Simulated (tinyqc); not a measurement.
Inside a calculation. Method: Hueckel theory of the pi electrons with the omega technique, for the molecule c1ccc2[nH]ncc2c1 (SMILES; centres numbered as the heavy atoms are written). Computed by tinyqc, a small Python program that keeps every step. Settings: charge = 0, omega = 1.4, damping = 0.3. Command: `OMP_NUM_THREADS=1 python tinyqc.py 21728 21729 out.jsonl` (the two numbers bound the seeds that draw the settings). One thread of a shared host (Intel(R) Xeon(R) Processor @ 2.60GHz), about 0.01 s of CPU time with the checks.

## The Hueckel matrix

Centres:
```
centre  z_r, pi electrons of the neutral centre         h
1C                                            1  0.000000
2C                                            1  0.000000
3C                                            1  0.000000
4C                                            1  0.000000
5N                                            2  1.500000
6N                                            1  0.500000
7C                                            1  0.000000
8C                                            1  0.000000
9C                                            1  0.000000
```

Bonds:
```
i  j         k
1  2         1
2  3         1
3  4         1
4  5  0.800000
5  6  0.800000
6  7  1.000000
7  8         1
8  9         1
9  1         1
8  4         1
```

H_rr = alpha + h_r beta, H_rs = k_rs beta for bonded centres.

Hueckel matrix in units of beta (H = alpha + beta A), lower triangle:
```
          1C        2C        3C        4C        5N        6N        7C        8C
1C  0.000000
2C  1.000000  0.000000
3C  0.000000  1.000000  0.000000
4C  0.000000  0.000000  1.000000  0.000000
5N  0.000000  0.000000  0.000000  0.800000  1.500000
6N  0.000000  0.000000  0.000000  0.000000  0.800000  0.500000
7C  0.000000  0.000000  0.000000  0.000000  0.000000  1.000000  0.000000
8C  0.000000  0.000000  0.000000  1.000000  0.000000  0.000000  1.000000  0.000000
9C  1.000000  0.000000  0.000000  0.000000  0.000000  0.000000  0.000000  1.000000

          9C
9C  0.000000
```

## Orbitals, round 1

pi electrons, sum of z_r less the charge = 10

Diagonalise; E = alpha + x beta with beta < 0, so the largest x are filled first; degenerate levels share their electrons. P = sum n_i c_ri c_si; each orbital has its largest coefficient positive (the first on a tie).

x values: 2.541748  1.806649  1.351520  0.906101  0.705989  -0.689001  -1.091873  -1.386005  -2.145127

occupations: 2.000000  2.000000  2.000000  2.000000  2.000000  0.000000  0.000000  0.000000  0.000000

coefficients:
```
         MO1        MO2        MO3        MO4        MO5        MO6        MO7        MO8
1C  0.126351  -0.448543  -0.067008  -0.505186   0.191780  -0.057932   0.539777   0.290822
2C  0.134418  -0.405599  -0.347249  -0.303842  -0.320167  -0.377102  -0.173656  -0.481398
3C  0.215306  -0.284233  -0.402307   0.229875  -0.417814   0.317755  -0.350166   0.376398
4C  0.412835  -0.107909  -0.196476   0.512131   0.025195   0.158168   0.555993  -0.040292
5N  0.607173   0.464995  -0.346451  -0.164453   0.382200  -0.246675  -0.213794   0.098520
6N  0.377817   0.286148   0.260778  -0.390046  -0.404534   0.516798   0.136666  -0.315121
7C  0.285668   0.001898   0.499218  -0.026835  -0.389090  -0.417133  -0.046520   0.515503
8C  0.348278  -0.282718   0.413925   0.365730   0.129841  -0.229393  -0.085872  -0.399369
9C  0.186733  -0.404761   0.256687  -0.153908   0.455561   0.417017  -0.415712   0.078317

          MO9
1C   0.327215
2C  -0.312900
3C   0.343996
4C  -0.425015
5N   0.075547
6N   0.080792
7C  -0.274142
8C   0.507277
9C  -0.389018
```

charge and bond-order matrix P, lower triangle:
```
           1C         2C         3C         4C         5N         6N        7C        8C
1C   1.027276
2C   0.628552   0.995975
3C  -0.029211   0.695702   1.032813
4C  -0.280321   0.007627   0.611601   0.967187
5N   0.095478  -0.118165  -0.119103   0.387925   1.756059
6N   0.042755   0.184399  -0.051081  -0.272171   0.363284   1.216828
7C  -0.118543  -0.005994   0.033052  -0.007804  -0.285838   0.813050  0.965878
8C  -0.033561  -0.269890   0.037283   0.567072  -0.147844  -0.073095  0.490520  1.046358
9C   0.706132   0.002089  -0.347471   0.005983   0.071329  -0.205182  0.015188  0.577159

          9C
9C  0.991625
```

## Omega technique, round 1

h_r = h_r(0) + omega q_r, omega = 1.4, with q_r = z_r - P_rr; 0.3 of the old diagonal is kept.

matrix after round 1, lower triangle:
```
           1C        2C         3C        4C        5N        6N        7C         8C
1C  -0.026730
2C   1.000000  0.003944
3C   0.000000  1.000000  -0.032157
4C   0.000000  0.000000   1.000000  0.032157
5N   0.000000  0.000000   0.000000  0.800000  1.739062
6N   0.000000  0.000000   0.000000  0.000000  0.800000  0.287508
7C   0.000000  0.000000   0.000000  0.000000  0.000000  1.000000  0.033440
8C   0.000000  0.000000   0.000000  1.000000  0.000000  0.000000  1.000000  -0.045430
9C   1.000000  0.000000   0.000000  0.000000  0.000000  0.000000  0.000000   1.000000

          9C
9C  0.008207
```

## Orbitals, round 2

As before.

x values: 2.615687  1.838269  1.356254  0.885983  0.689965  -0.734099  -1.086887  -1.411028  -2.154143

occupations: 2.000000  2.000000  2.000000  2.000000  2.000000  0.000000  0.000000  0.000000  0.000000

coefficients:
```
         MO1        MO2        MO3        MO4        MO5        MO6        MO7        MO8
1C  0.103033  -0.436438  -0.137374   0.526616  -0.086378  -0.046230   0.547016   0.291986
2C  0.115018  -0.390442  -0.393142   0.214853   0.377659  -0.375856  -0.170838  -0.472717
3C  0.197364  -0.279759  -0.394276  -0.337107   0.345460   0.323628  -0.360660   0.376896
4C  0.407570  -0.132826  -0.154275  -0.524364  -0.128195   0.148688   0.551237  -0.046973
5N  0.685801   0.473101  -0.276546   0.228372  -0.270611  -0.225645  -0.196459   0.100163
6N  0.343918   0.191495   0.286605   0.280841   0.483066   0.548883   0.142743  -0.347428
7C  0.252061  -0.081518   0.527545  -0.014621   0.410901  -0.380227  -0.039017   0.509989
8C  0.306965  -0.338621   0.411238  -0.293306  -0.213299  -0.257045  -0.099030  -0.389234
9C  0.157239  -0.423515   0.203156   0.265796  -0.439565   0.408557  -0.409084   0.068522

          MO9
1C   0.329590
2C  -0.311549
3C   0.342759
4C  -0.415782
5N   0.066683
6N   0.091267
7C  -0.276188
8C   0.512918
9C  -0.389626
```

charge and bond-order matrix P, lower triangle:
```
           1C         2C         3C         4C         5N         6N         7C        8C
1C   1.009503
2C   0.633571   1.018045
3C  -0.021541   0.689948   1.011310
4C  -0.287816  -0.003368   0.621814   0.997898
5N   0.091621  -0.100498  -0.116874   0.348554   1.792018
6N   0.037312   0.189771  -0.052982  -0.277340   0.361219   1.098632
7C  -0.108231   0.010917   0.022867  -0.025670  -0.252253   0.833322   1.035073
8C  -0.026228  -0.275457   0.036728   0.575574  -0.145345  -0.053640   0.477136  1.019066
9C   0.702145  -0.010649  -0.344077   0.011948   0.061878  -0.212981  -0.006345  0.582046

          9C
9C  1.018455
```

## Omega technique, round 2

As before.

matrix after round 2, lower triangle:
```
           1C         2C         3C        4C        5N        6N         7C         8C
1C  -0.017332
2C   1.000000  -0.016501
3C   0.000000   1.000000  -0.020731
4C   0.000000   0.000000   1.000000  0.011707
5N   0.000000   0.000000   0.000000  0.800000  1.775541
6N   0.000000   0.000000   0.000000  0.000000  0.800000  0.339593
7C   0.000000   0.000000   0.000000  0.000000  0.000000  1.000000  -0.024340
8C   0.000000   0.000000   0.000000  1.000000  0.000000  0.000000   1.000000  -0.032314
9C   1.000000   0.000000   0.000000  0.000000  0.000000  0.000000   0.000000   1.000000

           9C
9C  -0.015624
```

## Convergence

Each round sets h_r = h_r(0) + omega (z_r - P_rr), keeping the share named as damping of the old diagonal; repeat until output and input diagonals agree to 1e-6.

Rounds:
```
round    sum n x  largest |h(out) - h(in)|
1      14.624013                  3.42e-01
2      14.772313                  8.25e-02
3      14.807486                  4.48e-02
4      14.805278                  2.28e-02
5      14.808972                  1.21e-02
6      14.807407                  6.46e-03
7      14.808314                  3.48e-03
8      14.807832                  1.89e-03
9      14.808096                  1.03e-03
10     14.807951                  5.63e-04
11     14.808031                  3.09e-04
12     14.807987                  1.70e-04
13     14.808011                  9.36e-05
14     14.807998                  5.16e-05
15     14.808005                  2.85e-05
16     14.808001                  1.57e-05
17     14.808003                  8.68e-06
18     14.808002                  4.79e-06
19     14.808003                  2.65e-06
20     14.808002                  1.46e-06
21     14.808002                  8.09e-07
```

Converged in 21 rounds.

## Energy, charges, bond orders

final x values: 2.634681  1.844281  1.349421  0.886521  0.689098  -0.733170  -1.090979  -1.419093  -2.160760

occupations: 2.000000  2.000000  2.000000  2.000000  2.000000  0.000000  0.000000  0.000000  0.000000

final P, lower triangle:
```
           1C         2C         3C         4C         5N         6N        7C        8C
1C   1.016957
2C   0.633696   1.007697
3C  -0.023148   0.689932   1.019807
4C  -0.287932   0.000660   0.622027   0.987450
5N   0.090834  -0.100168  -0.117410   0.347076   1.799649
6N   0.035059   0.190406  -0.048013  -0.278389   0.347008   1.129491
7C  -0.107879   0.004444   0.022579  -0.017937  -0.251589   0.834874  1.005059
8C  -0.026922  -0.275722   0.034053   0.575878  -0.143192  -0.053705  0.476624  1.027649
9C   0.702039  -0.005674  -0.344076   0.010045   0.061756  -0.213611  0.001896  0.582353

          9C
9C  1.006240
```

E = sum n x; q_r = z_r - P_rr; bond order p = P_rs; free valence = sqrt(3) - sum of p over the bonds of the atom.

pi energy = 10 alpha + this times beta = 14.808002

pi charges: 1C -0.016957, 2C -0.007697, 3C -0.019807, 4C 0.012550, 5N 0.200351, 6N -0.129491, 7C -0.005059, 8C -0.027649, 9C -0.006240

Bond orders and lengths from R = 1.517 - 0.180 p (angstrom, C-C alone):
```
bond         p         R
1-2   0.633696  1.402935
2-3   0.689932  1.392812
3-4   0.622027  1.405035
4-5   0.347076         -
5-6   0.347008         -
6-7   0.834874         -
7-8   0.476624  1.431208
8-9   0.582353  1.412177
9-1   0.702039  1.390633
8-4   0.575878  1.413342
```

free valence of the carbons: 1C 0.396316, 2C 0.408422, 3C 0.420092, 4C 0.187070, 7C 0.420553, 8C 0.097196, 9C 0.447660

gap between the highest filled and the next level = 1.422267 |beta|
